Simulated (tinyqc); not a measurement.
Inside a calculation. Model: velocity overshoot from momentum and energy balance equations after a field step. Computed by tinyqc, a small Python program that keeps every step. Command: `OMP_NUM_THREADS=1 python tinyqc.py 3003711 3003712 out.jsonl overshoot walk`. One thread of a shared host (Intel(R) Xeon(R) Processor @ 2.30GHz), about 0.02 s of CPU time with the checks. Intermediate numbers are printed to about 5 digits and carried at full precision; extremes and crossings named in words are read from the listed rows.

At t = 0 the field jumps from 0 to F in a uniform sample. v is the drift velocity and u = w - (3/2) k_B T the excess energy per carrier.

Inputs (values chosen for the exercise, modelled on holes in silicon except for tau_E):
```
quantity                      value        unit
effective mass m               0.42         m_0
low-field mobility mu_0         480  cm^2/(V s)
saturation velocity v_s        0.83    1e7 cm/s
energy relaxation time tau_E   0.43          ps
field after the step F           43       kV/cm
lattice temperature T           300           K
time step dt                    4.8          fs
```

Scheme: explicit Euler.

Constants: m_0 = 9.1093837015e-31 kg; e = 1.602176634e-19 C; k_B = 8.617333262e-05 eV/K.

## Constants and steady state

dv/dt = e F/m - v/tau_m(u), du/dt = e F v - u/tau_E, tau_m(u) = tau_0/(1 + c u), tau_0 = m mu_0/e, c = mu_0/(e tau_E v_s^2); this choice gives the steady state v (1 + mu_0 F v/v_s^2) = mu_0 F, which saturates at v_s. Steady velocity v = 2 mu_0 F/(1 + sqrt(1 + 4 (mu_0 F/v_s)^2)); u = e F v tau_E; carrier temperature T + 2u/(3 k_B), neglecting the drift energy m v^2/2.

tau_0 = 114.62 fs

c = 16.204 1/eV

acceleration e F/m = 0.018007 1e7 cm/s per fs

steady velocity = 0.67973 1e7 cm/s

steady excess energy = 0.12568 eV

steady carrier temperature = 1272.3 K

tau_E/tau_0 = 3.75, and in the steady state tau_m has shrunk to 37.7 fs.

## First four steps

dv/dt = e F/m - v/tau_m(u), du/dt = e F v - u/tau_E, tau_m(u) = tau_0/(1 + c u), tau_0 = m mu_0/e, c = mu_0/(e tau_E v_s^2); this choice gives the steady state v (1 + mu_0 F v/v_s^2) = mu_0 F, which saturates at v_s. Step: v_new = v + dt (e F/m - v/tau_m(u)), u_new = u + dt (e F v - u/tau_E). Start v = u = 0; the distance adds dt (v + v_new)/2.

Steps:
```
step  t (fs)  v (1e7 cm/s)     u (eV)  tau_m (fs)
1        4.8       0.08643  0.0000000      114.62
2        9.6       0.16925  0.0001784      114.29
3       14.4       0.24857  0.0005257      113.65
4       19.2       0.32451  0.0010329      112.74
```

After the first step u is still 0, below the drift energy m v^2/2, because the explicit scheme uses the old v: an error of the finite time step.

## The whole transient

Run to 8 times the larger of tau_E and tau_0, but at most 20001 steps, and stop early if |v| > 1000 v_s or u < -1/(2c); the run is accepted if the last v is within 0.5 % of the steady value.

Selected steps, the peak among them:
```
step      t (fs)  v (1e7 cm/s)      u (eV)  distance (nm)
1     4.8000e+00        0.0864           0     2.0744e-02
2     9.6000e+00        0.1692  1.7840e-04     8.2107e-02
4     1.9200e+01        0.3245  1.0329e-03     3.1992e-01
7     3.3600e+01        0.5326  3.4269e-03     9.4015e-01
12    5.7600e+01        0.8150  9.8327e-03     2.5726e+00
20    9.6000e+01        1.1018  2.4218e-02     6.3157e+00
30    1.4400e+02        1.2097  4.4639e-02     1.1957e+01
34    1.6320e+02        1.1973  5.2477e-02     1.4272e+01
57    2.7360e+02        0.9568  8.6057e-02     2.6218e+01
94    4.5120e+02        0.7647  1.0924e-01     4.1104e+01
157   7.5360e+02        0.6992  1.2134e-01     6.2966e+01
260   1.2480e+03        0.6820  1.2515e-01     9.6965e+01
432   2.0736e+03        0.6798  1.2567e-01     1.5314e+02
717   3.4416e+03        0.6797  1.2568e-01     2.4612e+02
```

peak velocity = 1.2097 1e7 cm/s

time of the peak = 144 fs

distance at the peak = 11.957 nm

last relative deviation from the steady velocity = 3.2064e-07

peak over steady velocity = 1.7797

The velocity overshoots to 1.78 times its steady value: momentum follows the field within tau_m while the energy, and with it the scattering rate, builds up over tau_E. A channel shorter than a few times 12 nm would see this.

## Error of the time step

The peak velocity is recomputed with dt/2 and dt/4 and by an adaptive Runge-Kutta method (tolerance 1e-9).

Peak velocity:
```
step      v_peak (1e7 cm/s)  error (%)
dt                   1.2097     1.7266
dt/2                 1.1992     0.8425
dt/4                 1.1942     0.4180
adaptive             1.1892     0.0000
```

The explicit scheme puts the peak 1.73 % too high; halving dt divides the error by 2.05, as a first-order method should.

Checks made by the program: peak at dt/4 against the adaptive solution (relative difference 4e-03).
